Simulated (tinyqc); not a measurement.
# Elastic trap-assisted tunnelling through a dielectric: effects of single changes

Emitter at x = 0 (Fermi level 0), collector at x = t (Fermi level -V), band edge U(x) = phi - F x, F = V/t. A trap at x has the energy E = U(x) - Et. With G(u) = (4/(3 F)) sqrt(mo/C) max(u, 0)^1.5, C = hbar^2/(2 m0): S1 = G(phi - E) - G(Et), S2 = G(Et) - G(phi - V - E), T1,2 = exp(-S1,2). The steady rate through one trap is nu T1 T2 (f1 - f2)/(T1 + T2), f1 = f(E), f2 = f(E + V), f(y) = 1/(1 + exp(y/Vt)); both contacts offer states at E.

Parameters, values chosen for the exercise; dielectric values close to those of hafnium oxide: temperature T = 350 K; barrier above the emitter Fermi level phi = 1.48 eV; tunnelling mass mo = 0.19 m0; thickness t = 6.3 nm; trap depth below the band edge of the dielectric Et = 1.39 eV; trap density Nt = 3.9e17 cm^-3; attempt frequency nu = 1e14 1/s; voltage V = 0.86 V.

Constants: q = 1.602176634e-19 C, kB = 1.380649e-23 J/K, hbar = 1.054571817e-34 J s, m0 = 9.1093837015e-31 kg, Vt = kB T/q, hbar^2/(2 m0) = 0.0380998212 eV nm^2. Results are converted to the units shown.

Each table varies one quantity; the others keep the values above.

## Effect of the trap depth

J = q Nt times the integral of the rate over x. Direct S = (4/(3 F)) sqrt(mo/C) [phi^1.5 - max(phi - V, 0)^1.5].

The same in every row: direct S = 28.6.

Result of one run:
```
Et (eV)	J (A/cm^2)	x of the peak over t	larger S there
0.67	8.90e-6	0.499	13.2
```

What becomes of these results when the trap depth below the band edge of the dielectric Et is changed from 0.67 to 1.27 eV, all else the same?

Result of the changed run:
```
Et (eV)	J (A/cm^2)	x of the peak over t	larger S there
1.27	0.0373	0.451	15.7
```

The whole series:
```
Et (eV)	J (A/cm^2)	x of the peak over t	larger S there
0.67	8.90e-6	0.499	13.2
0.79	1.45e-4	0.488	13.7
0.91	0.00236	0.485	14.4
1.03	0.0272	0.472	14.7
1.15	0.0678	0.449	14.8
1.27	0.0373	0.451	15.7
1.39	0.0164	0.455	16.5
1.51	0.00748	0.459	17.2
1.63	0.00354	0.463	17.9
```

J goes from 8.90e-6 through a maximum of 0.0678 (at Et = 1.15 eV among the rows listed) to 0.00354 A/cm^2. Shallow traps near the emitter lie above its Fermi level and stay empty, while deep traps face higher barriers, so a middle depth conducts best.

## Effect of the thickness at fixed voltage

Same model as above.

Result of one run:
```
t (nm)	J (A/cm^2)	x of the peak over t	larger S there	direct S
6.2	0.0213	0.455	16.2	28.2
```

What becomes of these results when the thickness t is changed from 6.2 to 8.1 nm, all else the same?

Result of the changed run:
```
t (nm)	J (A/cm^2)	x of the peak over t	larger S there	direct S
8.1	1.55e-4	0.456	21.1	36.8
```

The whole series:
```
t (nm)	J (A/cm^2)	x of the peak over t	larger S there	direct S
2.5	304	0.447	6.61	11.4
3.4	30.0	0.451	8.94	15.4
4.4	2.25	0.453	11.5	20.0
5.3	0.219	0.454	13.9	24.1
6.2	0.0213	0.455	16.2	28.2
7.1	0.00207	0.456	18.5	32.3
8.1	1.55e-4	0.456	21.1	36.8
9	1.51e-5	0.457	23.4	40.9
```

J falls from 304 to 1.51e-5 A/cm^2, on average 1.12 decades a nanometre, against 1.97 for the direct exponent: trap-assisted leakage falls more slowly, so it gains on direct tunnelling as the layer thickens.

Range of the model: Phonon-assisted (inelastic) capture, chains of traps and a spread of trap depths are left out.

Computed by the program tinyqc: `OMP_NUM_THREADS=1 python tinyqc.py 2370028 2370029 out.jsonl`, one thread of a shared Intel Xeon 2.30GHz, about 0.03 s for the whole run.
